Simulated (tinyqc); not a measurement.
Domain walls in a thin film with perpendicular anisotropy: Bloch, Neel and chiral walls, motion and stripe domains: one step, computed by the program tinyqc. Command: `OMP_NUM_THREADS=1 python tinyqc.py 3025527 3025528 out.jsonl mwall walk`. One thread of a shared host (Intel(R) Xeon(R) Processor @ 2.30GHz), about 0.01 s of CPU time with the checks.

One-dimensional wall: polar angle theta(x), azimuth phi of the moment in the wall (phi = 0 Neel, 90 degrees Bloch). mu_0 = 1.25663706212e-6 T m/A, gamma = 1.76085963023e11 rad/(s T).

Problem. Stripe domains. Dipolar length l = sigma/(mu_0 M_s^2); for t much smaller than the period the domain width is w = 0.955 t exp(pi l/t) (Kaplan and Gehring), given as log10 of w in nm.

Inputs (values chosen for the exercise, for a model film): saturation magnetisation M_s = 875 kA/m; thickness t = 1.9 nm.

wall energy sigma = 0.5769225 mJ/m^2

Give: dipolar length l; log10 of the domain width in nm.

Solution.

dipolar length l = 0.5996 nm

log10 of the domain width in nm = 0.6894

Equilibrium domains are about 4.9 nm wide. Caution: the domains are not wide against the wall, so the thin-wall formula fails.
